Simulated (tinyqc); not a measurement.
From results back to parameters: band edges of strained Si(1-x)Ge(x) on relaxed Si(1-y)Ge(y). Three cases, with inputs chosen for the exercise.

Problem. A layer on a (001) buffer has its Delta valleys split into the four in the plane and the two along z: E(Delta4) - E(Delta2) = XuD (e_par - e_perp), e_perp = -2 (C12/C11) e_par, e_par = (a(y) - a(x))/a(x). The splitting is given; find the strain and the Ge fraction y of the buffer.

Values are linear in the Ge fraction but for ED(x) = linear - CD x (1 - x) and a(x) = linear - Ca x (1 - x). Energies are on the common scale of Ev.

Case 1.

Values chosen (end members near Si and Ge, in this order; not measured data): a = (5.43, 5.653) angstrom (lattice constant); Ca = 0.027 angstrom (bowing of the lattice constant); XuD = (9.43, 9.44) eV (uniaxial potential, Delta); C11 = (165.1, 128.1) GPa; C12 = (64, 48.8) GPa; x = 0.55 (Ge fraction of the layer).

E(Delta4) - E(Delta2) = 0.269825 eV

Case 2.

Values chosen (end members near Si and Ge, in this order; not measured data): a = (5.426, 5.662) angstrom (lattice constant); Ca = 0.028 angstrom (bowing of the lattice constant); XuD = (8.93, 9.38) eV (uniaxial potential, Delta); C11 = (163.9, 130.3) GPa; C12 = (63.2, 48.1) GPa; x = 0 (Ge fraction of the layer).

E(Delta4) - E(Delta2) = 0.195803 eV

Case 3.

Values chosen (end members near Si and Ge, in this order; not measured data): a = (5.432, 5.66) angstrom (lattice constant); Ca = 0.026 angstrom (bowing of the lattice constant); XuD = (8.82, 9.7) eV (uniaxial potential, Delta); C11 = (167.3, 129.2) GPa; C12 = (64.4, 48.8) GPa; x = 1 (Ge fraction of the layer).

E(Delta4) - E(Delta2) = -0.300146 eV

Find: e_par; a(y); y.

Solution. e_par = splitting/(XuD (1 + 2 C12/C11)) with the values at x; a(y) = a(x)(1 + e_par); a(y) rises steadily with y, so one root lies in the range.

Case 1.

e_par = 0.01617
a(y) = 5.6356 angstrom
y = 0.930

Case 2.

e_par = 0.01238
a(y) = 5.4932 angstrom
y = 0.310

Case 3.

e_par = -0.01763
a(y) = 5.5602 angstrom
y = 0.590

Computed by tinyqc, one run a case: `OMP_NUM_THREADS=1 python tinyqc.py N N+1 out.jsonl` with N = 1080249, 1080262, 1080280; one thread of a shared Intel(R) Xeon(R) Processor @ 2.30GHz, about 0.02 s a run at most.
